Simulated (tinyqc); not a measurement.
# Frequency dispersion of an accumulation capacitance by border traps, distributed model: what changes with what

Traps spread evenly through the insulator exchange electrons with the semiconductor by tunnelling, with tau(x) = t0 exp(2 ka x) at depth x from the interface. The admittance per area Y seen at depth x obeys dY/dx = -Y^2/(i w eps0 eox) + q Nb ln(1 + i w tau)/tau, with Y(0) = i w Cs and w = 2 pi f; the gate sees Y(tox) = G + i w C. Working variable y = Y/(i w), in uF/cm^2. Cox = eps0 eox/tox.

Inputs (values chosen for the exercise); permittivity close to that of aluminium oxide:
- eox = 8.31 (relative permittivity of the insulator)
- tox = 3.4 nm (insulator thickness)
- Cs = 1.8 uF/cm^2 (semiconductor capacitance in accumulation)
- Nb = 5.1e18 cm^-3 eV^-1 (density of border traps)
- ka = 5.5 1/nm (decay constant of the wave function in the insulator)
- t0 = 5e-11 s (time constant of a trap at the interface)
- f = 1000 Hz (frequency)

Constants: q = 1.602176634e-19 C, eps0 = 8.8541878128e-14 F/cm where lengths are in cm. Results are converted to the units shown.

Each table varies one quantity; the others keep the values above.

## Capacitance and loss against frequency

Cox; trap-free value 1/(1/Cox + 1/Cs); response depth d = ln(1/(w t0))/(2 ka), where w tau = 1; lumped estimate: all traps within d act as C_bt = q Nb d placed at d/2, so C = 1/{1/[1/(1/Cs + d/(2 eps0 eox)) + C_bt] + (tox - d/2)/(eps0 eox)}. C and G from a fine integration; dispersion -d C/d log10 f over C, from f times and over 1.1. For a broad spread of time constants G/w is close to -(pi/2) dC/d ln w.

The same in every row: trap-free C (uF/cm^2) = 0.9827.

Results:
```
f (Hz)	d (nm)	C (uF/cm^2)	G/w (uF/cm^2)	dispersion (% a decade)	-(pi/2) dC/d ln w (uF/cm^2)	lumped C (uF/cm^2)
10	1.780	1.051	0.007138	0.9954	0.007134	1.045
1000	1.361	1.031	0.006176	0.8775	0.006172	1.027
10000	1.152	1.022	0.005730	0.8210	0.005726	1.018
1e5	0.9426	1.014	0.005305	0.7662	0.005302	1.011
1e6	0.7332	1.007	0.004900	0.7130	0.004897	1.004
1e7	0.5239	0.9999	0.004511	0.6614	0.004512	0.9970
```

Estimate the missing row, f = 100 Hz.

Computed row:
```
f (Hz)	d (nm)	C (uF/cm^2)	G/w (uF/cm^2)	dispersion (% a decade)	-(pi/2) dC/d ln w (uF/cm^2)	lumped C (uF/cm^2)
100	1.571	1.040	0.006645	0.9356	0.006641	1.035
```

With this row back in the table: C falls from 1.051 to 0.9999 uF/cm^2, towards the trap-free 0.9827; each decade of frequency removes ln 10/(2 ka) = 0.209 nm from the response depth. The dispersion falls from 0.995 to 0.661 % a decade and G/w falls from 0.00714 to 0.00451 uF/cm^2. G/w stays at 1.00 times -(pi/2) dC/d ln w, the relation for a broad spread of time constants.

## Effect of the insulator thickness

Same model as above.

The same in every row: d (nm) = 1.361.

Effect of the insulator thickness:
```
tox (nm)	C (uF/cm^2)	G/w (uF/cm^2)	dispersion (% a decade)	-(pi/2) dC/d ln w (uF/cm^2)	lumped C (uF/cm^2)	trap-free C (uF/cm^2)
2	1.283	0.009503	1.090	0.009535	1.276	1.209
2.8	1.126	0.007362	0.9580	0.007357	1.120	1.068
3.9	0.9636	0.005393	0.8201	0.005391	0.9597	0.9211
5.4	0.8054	0.003768	0.6855	0.003766	0.8026	0.7755
7.5	0.6548	0.002491	0.5574	0.002490	0.6530	0.6350
10	0.5357	0.001667	0.4560	0.001666	0.5345	0.5223
14	0.4149	9.997e-4	0.3532	9.995e-4	0.4141	0.4068
20	0.3100	5.582e-4	0.2639	5.581e-4	0.3096	0.3055
```

What does the table show?

As tox goes from 2 to 20, C falls from 1.28 to 0.310 uF/cm^2, the dispersion falls from 1.09 to 0.264 % a decade and G/w falls from 0.00950 to 5.58e-4 uF/cm^2. The lumped estimate is 0.54 % below C in the first row and 0.13 % below it in the last.

Numbers from tinyqc (`OMP_NUM_THREADS=1 python tinyqc.py 2202185 2202186 out.jsonl`; about 0.3 s on one thread of a shared Intel Xeon 2.30GHz).
